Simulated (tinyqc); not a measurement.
Hubbard ring of 4 sites, step by step. Computed by tinyqc, a small Python program that keeps every step. Settings: hopping = 0.75, U = 4.8, mixing = 1, iteration cap = 82. Command: `OMP_NUM_THREADS=1 python tinyqc.py 29227 29228 out.jsonl` (the two numbers bound the seeds that draw the settings). One thread of a shared host (Intel(R) Xeon(R) Processor @ 2.60GHz), about 0.2 s of CPU time with the checks. Later iterations appear only in the table of the cycle.

## Mean-field iteration 1

one-body matrix (hopping and site energies) (eV), lower triangle:
```
,1,2,3,4
1,0.0000
2,-0.7500,0.0000
3,0.0000,-0.7500,0.0000
4,-0.7500,0.0000,-0.7500,0.0000
```

U = 4.8000 eV

electrons, up and down: 2  2

mixing = 1

n(up) at the start (a guess, not normalised): 1 0.5500, 2 0.4500, 3 0.5500, 4 0.4500

n(down) at the start (a guess): 1 0.4500, 2 0.5500, 3 0.4500, 4 0.5500

H(up) = T + U n(down), H(down) = T + U n(up); fill the lowest levels; n(new) = n + mixing (n(out) - n); E = tr T (rho up + rho down) + U sum n_up n_down of the output.

levels, up (eV): 0.8809  2.1600  2.6400  3.9191

levels, down (eV): 0.8809  2.1600  2.6400  3.9191

energy = 0.2285 eV

n(up) after iteration 1: 1 0.7895, 2 0.2105, 3 0.7895, 4 0.2105

n(down) after iteration 1: 1 0.2105, 2 0.7895, 3 0.2105, 4 0.7895

## Mean-field iteration 2

As before.

levels, up (eV): 0.3553  1.0104  3.7896  4.4447

levels, down (eV): 0.3553  1.0104  3.7896  4.4447

energy = -0.7860 eV

n(up) after iteration 2: 1 0.9199, 2 0.0801, 3 0.9199, 4 0.0801

n(down) after iteration 2: 1 0.0801, 2 0.9199, 3 0.0801, 4 0.9199

## Mean-field iteration 3

As before.

levels, up (eV): -0.1124  0.3845  4.4155  4.9124

levels, down (eV): -0.1124  0.3845  4.4155  4.9124

energy = -0.8887 eV

n(up) after iteration 3: 1 0.9506, 2 0.0494, 3 0.9506, 4 0.0494

n(down) after iteration 3: 1 0.0494, 2 0.9506, 3 0.0494, 4 0.9506

## Convergence

Each step fills the lowest levels of T + U n(other spin) and sets n(new) = n + mixing (n(out) - n); stop when output and input agree to 1e-8.

Course of the cycle:
```
iteration,E (eV),largest |n(out) - n(in)|,mean |n_up - n_down|
1,0.228548,2.39e-01,0.5790
2,-0.786006,1.30e-01,0.8398
3,-0.888681,3.07e-02,0.9011
4,-0.892070,4.87e-03,0.9108
5,-0.892147,7.13e-04,0.9123
6,-0.892148,1.03e-04,0.9125
7,-0.892148,1.49e-05,0.9125
8,-0.892148,2.15e-06,0.9125
9,-0.892148,3.11e-07,0.9125
10,-0.892148,4.48e-08,0.9125
11,-0.892148,6.47e-09,0.9125
```

local moments n_up - n_down: 1 0.9125, 2 -0.9125, 3 0.9125, 4 -0.9125

Converged in 11 iterations. Before convergence this energy mixes input and output and is not variational, so it may rise towards its limit.

## Exact diagonalisation (36 states)

Lowest levels of the sector, and the double occupancy of the lowest state.

lowest levels (eV): -1.1714  -0.9135  -0.4872  -0.4302  -0.4302  0.0000

double occupancy per site = 0.0437

The mean-field solution above lies 0.2792 eV above the exact energy.

## The lowest level by Lanczos steps

From a random start vector (not printed): a_j = <q_j|H|q_j>, b_j = norm of the remainder after orthogonalising; the Ritz value is the lowest eigenvalue of the tridiagonal matrix of a and b so far.

Lanczos:
```
j,a_j (eV),b_j (eV),lowest Ritz value (eV)
1,4.2589,2.7039,4.258926
2,4.5195,4.0730,1.682139
3,4.6080,2.4720,-0.381204
4,5.1504,2.0881,-0.762087
5,3.2401,3.7722,-0.847238
6,4.7936,3.0234,-1.016603
7,6.9382,1.9506,-1.141442
8,4.9035,3.0999,-1.157280
9,4.7678,3.3796,-1.163976
10,5.5376,2.5025,-1.168558
```
